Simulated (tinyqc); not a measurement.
# Changing the use voltage V_u

Model: time-dependent dielectric breakdown: cell percolation, Weibull statistics, area scaling and voltage extrapolation. Computed by tinyqc, a small Python program. Command: `OMP_NUM_THREADS=1 python tinyqc.py 3018428 3018429 out.jsonl tddb sweep`. One thread of a shared host (Intel(R) Xeon(R) Processor @ 2.30GHz), about 0.01 s of CPU time with the checks.

The oxide is divided into columns of area a^2, each holding m = t_ox/a cells (m is taken as continuous). A share lambda(t) = (t/t_1)^alpha of the cells is defective, and a column whose cells are all defective breaks down.

Inputs (values chosen for the exercise, for a model gate oxide): oxide thickness t_ox = 3 nm; defect cell size a = 1.2 nm; exponent alpha of defect growth = 0.9; time t_1 at which the occupied share would reach 1 = 130000 s; test area A = 3 um^2; product area A_u = 2e+06 um^2; stress voltage V = 3.66 V; local exponent n = -d ln t/d ln V at the stress voltage = 47; activation energy E_a = 0.72 eV; stress temperature T = 175 C; use temperature T_u = 85 C; allowed failure fraction F = 1e-05.

Voltage law used: 1/E.

Constants: k_B = 8.617333262e-05 eV/K.

Method:
- Failure fraction F = 1 - (1 - lambda^m)^N with N = A/a^2 columns, which for small lambda^m is 1 - exp(-(t/t63)^beta) with beta = alpha m and t63 = t_1 N^(-1/beta); critical share lambda(t63) = N^(-1/m). 1 um^2 = 1e6 nm^2.
- All three voltage laws share the slope n at the stress voltage. Factor t(V_u)/t(V): E law exp(n (1 - V_u/V)); 1/E law exp(n (V/V_u - 1)); power law (V/V_u)^n.
- Temperatures in kelvin are T(C) + 273.15.
- Temperature factor exp[(E_a/k_B)(1/T_u - 1/T)]; area factor (A/A_u)^(1/beta); percentile factor (-ln(1 - F))^(1/beta); life = t63 x all four; 1 year = 3.15576e7 s.

One run for each value:
```
use voltage V_u (V)  projected life (years)  voltage factor
1.28                              9.635e+29       8.980e+37
1.83                              2.770e+12       2.581e+20
2.10                              1.562e+07       1.456e+15
2.38                              1.019e+03       9.502e+10
2.65                              6.459e-01       6.020e+07
2.93                              1.307e-03       1.218e+05
3.20                              9.221e-06       8.594e+02
3.48                              1.220e-07       1.137e+01
```

Give the missing row, use voltage V_u (V) = 1.56.

Computed row:
```
use voltage V_u (V)  projected life (years)  voltage factor
1.56                              3.221e+19       3.002e+27
```

Interpolating between the two neighbouring rows (linearly) misses most in voltage factor, by a factor of 1.5e10. Over the rows, projected life (years) falls from 9.63e29 to 1.22e-7 (exponent d ln y / d ln x -120 between the first rows and -52 between the last); voltage factor falls from 8.98e37 to 11.4 (exponent d ln y / d ln x -120 between the first rows and -52 between the last). The 1/E law makes ln(life) linear in 1/V_u.

Caution (all rows): t_1 is an input here; in a real oxide it changes with thickness at fixed voltage. Caution (rows 1.28, 1.56, 1.83, 2.10, 2.38): a voltage factor of more than nine decades rests wholly on the chosen law and cannot be tested.
